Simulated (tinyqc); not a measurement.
Vacuum evaporation: vapour pressure, source flux, thickness distribution, purity and step coverage: one step, computed by the program tinyqc. Command: `OMP_NUM_THREADS=1 python tinyqc.py 3112599 3112600 out.jsonl evap walk`. One thread of a shared host (Intel(R) Xeon(R) Processor @ 2.30GHz), about 0.01 s of CPU time with the checks.

Molecular flow, unit sticking of the metal, no re-evaporation. The background gas is taken as water vapour (18.015 g/mol, collision diameter 0.37 nm) at 300 K.

Question. Offset source and rotation. Rotating wafer, source offset by s and facing upwards: thickness at radius r is the mean over the angle a of (1 + (r^2 + s^2 - 2 r s cos a)/h^2)^(-(n + 3)/2), by 360 equal steps; non-uniformity (max - min)/(max + min) over 21 radii from 0 to R.

Inputs (values chosen for the exercise, modelled on titanium, with constants for the liquid):

| quantity | value | unit |
|---|---|---|
| directionality n | 4 | - |
| source-to-wafer distance h | 52 | cm |
| wafer radius R | 2.5 | cm |
| source offset from the axis s/h | 0.98 | - |

Give: centre thickness relative to an axial source; edge over centre, rotating; non-uniformity, rotating.

Answer.

centre thickness relative to an axial source = 0.094797

edge over centre, rotating = 1.0050

non-uniformity, rotating = 0.24787 %
